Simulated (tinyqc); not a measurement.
Quaternary alloy A(x)B(1-x)C(y)D(1-y) matched to a substrate: sweeps and comparisons. A value that a table varies takes the place of the one given here.

Q(x,y) = x y Q_AC + x (1 - y) Q_AD + (1 - x) y Q_BC + (1 - x)(1 - y) Q_BD for the lattice constant. Gap, rule 1: Q(x,y) - x (1 - x)[y C_ABC + (1 - y) C_ABD] - y (1 - y)[x C_ACD + (1 - x) C_BCD]. Rule 2 (mean of ternaries): {x (1 - x)[y T_ABC(x) + (1 - y) T_ABD(x)] + y (1 - y)[x T_ACD(y) + (1 - x) T_BCD(y)]}/{x (1 - x) + y (1 - y)}, T_ABC(x) = x E_AC + (1 - x) E_BC - C_ABC x (1 - x), T_ACD(y) = y E_AC + (1 - y) E_AD - C_ACD y (1 - y), and alike. Only the Gamma valley is followed.

Matching a(x,y) = a_s gives x = (a_s - y a_BC - (1 - y) a_BD)/(y (a_AC - a_BC) + (1 - y)(a_AD - a_BD)).
Constants: hc = 1239.841984 eV nm.

Inputs chosen for the exercise (AC, AD, BC, BD near GaAs, GaSb, InAs and InSb; substrate near InP; shifted at random, so the results belong to these values and not to a real crystal):
```
symbol  value                         unit      meaning
a       (5.653, 6.101, 6.058, 6.476)  angstrom  lattice constants of AC, AD, BC, BD
Eg      (1.508, 0.804, 0.412, 0.234)  eV        gaps at Gamma of AC, AD, BC, BD
Cb      (0.463, 0.385, 1.487, 0.709)  eV        bowing of ABC, ABD, ACD, BCD
a_s     5.864                         angstrom  substrate
y       0.77                                    fraction of C
```

## Along the matched line

x follows from y.

Results:
```
y          x  bilinear (eV)  rule 1 (eV)  rule 2 (eV)  wavelength 1 (nm)  wavelength 2 (nm)
0.54  0.9874         1.1734       0.8012       0.8237               1548               1505
0.60  0.9191         1.1547       0.7809       0.8862               1588               1399
0.65  0.8626         1.1363       0.7707       0.9122               1609               1359
0.71  0.7954         1.1108       0.7658       0.9265               1619               1338
0.76  0.7399         1.0868       0.7670       0.9289               1617               1335
0.82  0.6738         1.0546       0.7739       0.9225               1602               1344
0.88  0.6083         1.0189       0.7860       0.9057               1577               1369
0.93  0.5541         0.9865       0.7992       0.8815               1551               1406
0.99  0.4897         0.9444       0.8181       0.8328               1516               1489
```

The matched alloys span 0.766 to 0.818 eV by rule 1, with the lowest value inside the range, at y = 0.71. Along the line dx/dy is -1.139 between the first two rows and -1.074 between the last two. In energy the two rules differ most at y = 0.76, by 162 meV (282 nm there), which measures how far the ternary data leave the interior open. Miscibility gaps are not considered.

## What each parameter does

x is matched anew each time. Each row changes one parameter from the base and keeps the others.

Results:
```
case                                            x  rule 1 (eV)  rule 2 (eV)
base                                       0.7288       0.7677       0.9285
y = 0.76                                   0.7399       0.7670       0.9289
a_s = 5.868 angstrom                       0.7188       0.7573       0.9190
Cb = (0.556, 0.462, 1.784, 0.851) eV       0.7288       0.7049       0.8978
Eg = (1.558, 0.804, 0.412, 0.234) eV       0.7288       0.7958       0.9565
a = (5.663, 6.101, 6.058, 6.476) angstrom  0.7432       0.7828       0.9419
```

The largest shifts from the base row, up to three for each result and ties (the steps differ in size, so this ranks the rows, not the parameters). x: a +0.0144, y +0.0111, a_s -0.0100; unchanged at the printed digits by Cb and Eg. rule 1 (eV): Cb -0.0628, Eg +0.0281, a +0.0151. rule 2 (eV): Cb -0.0307, Eg +0.0281, a +0.0134.

tinyqc: `OMP_NUM_THREADS=1 python tinyqc.py 1080354 1080355 out.jsonl`; about 0.01 s, one thread, shared Intel(R) Xeon(R) Processor @ 2.30GHz.
